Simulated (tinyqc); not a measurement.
Inside a calculation. Method: coupled-perturbed Hartree-Fock on RHF in the cc-pvdz basis, for He, spin multiplicity 1. One step of it, computed by the program tinyqc.

Task: Response to a field: uncoupled start. Field along y; U_ai = -mu_ai / (e_a - e_i), alpha = -4 sum U_ai mu_ai.

orbital energies (hartree): MO1 -0.914148, MO2 1.397442, MO3 2.524372, MO4 2.524372, MO5 2.524372

dipole integrals <a|y|i> (bohr):
```
,i1
a2,0.000000
a3,0.000000
a4,0.483314
a5,0.000000
```

Give: uncoupled U; uncoupled polarisability.

Result:

uncoupled U:
```
,i1
a2,0.0000
a3,0.0000
a4,-0.1406
a5,0.0000
```

uncoupled polarisability = 0.2717 bohr^3
